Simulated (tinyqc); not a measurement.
Estimate of lattice thermal conductivity from elastic moduli (Slack, Klemens and Cahill formulas): one step, computed by the program tinyqc.

An isotropic solid.

Problem. Point defects and grains. High-temperature forms with the classical heat capacity. Klemens: kappa/kappa_0 = arctan(u)/u, u^2 = pi^2 Theta V Gamma kappa_0/(h v_m^2). Grains: 1/kappa_poly = 1/kappa + 1/(C v_m d/3), C = 3 k_B/(n V), the acoustic branches alone.

Inputs (values chosen for the exercise, for a model crystal):
```
quantity                    value        unit
volume per atom V              24  angstrom^3
atoms per primitive cell n     20           -
temperature T                 900           K
disorder parameter Gamma    0.017           -
grain size d                 9200          nm
```

Grueneisen parameter: from the Poisson ratio.

kappa of the perfect crystal = 0.6151869 W/(m K)

Debye temperature Theta = 444.4662 K

v_m = 4306.251 m/s

Constants: h = 6.62607015e-34 J s; k_B = 1.380649e-23 J/K.

Give: disorder scale u; kappa with point defects; grain-boundary limit; kappa of the polycrystal.

Solution.

disorder scale u = 0.29935

kappa with point defects = 0.59774 W/(m K)

grain-boundary limit = 1139.5 W/(m K)

kappa of the polycrystal = 0.59743 W/(m K)

For small u the loss is about u^2/3 = 0.030. Grains remove a further 0 %.
